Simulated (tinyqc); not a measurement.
X-ray reflectivity of a thin film on silicon: critical angles, Parratt recursion, fringes and roughness: one step, computed by the program tinyqc.

n = 1 - delta + i beta; the classical electron radius is r_e = 2.8179403e-6 nm. Layer 0 is vacuum, 1 the film, 2 the substrate.

Problem. Fringe period, contrast and decay. Far above the critical angle the period is d theta = lambda/(2 d), or 2 pi/d in q; the envelope runs between (|r_01| - |r_12 p|)^2 and (|r_01| + |r_12 p|)^2; contrast = 2 a b/(a^2 + b^2) with a = |r_01|, b = |r_12 p|; roughness factors on the amplitudes are about exp(-q^2 sigma^2/2).

Inputs (values chosen for the exercise, modelled on Si3N4 on silicon, copper K-alpha radiation):

| quantity | value | unit |
|---|---|---|
| wavelength lambda | 0.15406 | nm |
| film thickness d | 16 | nm |
| roughness of the surface sigma_1 | 0.34 | nm |
| roughness of the interface sigma_2 | 0.73 | nm |

1000 r_01 = 9.480994-0.175117i

1000 r_12 = -0.9859293-0.0034144i

p = 0.4020172+0.9039304i

q = 4 pi sin(theta)/lambda = 1.679765 1/nm

Give: period in theta; period in q; contrast; roughness factor, surface; roughness factor, interface.

Solution.

period in theta = 0.2758 degrees

period in q = 0.3927 1/nm

contrast = 0.2036

roughness factor, surface = 0.8495

roughness factor, interface = 0.4715
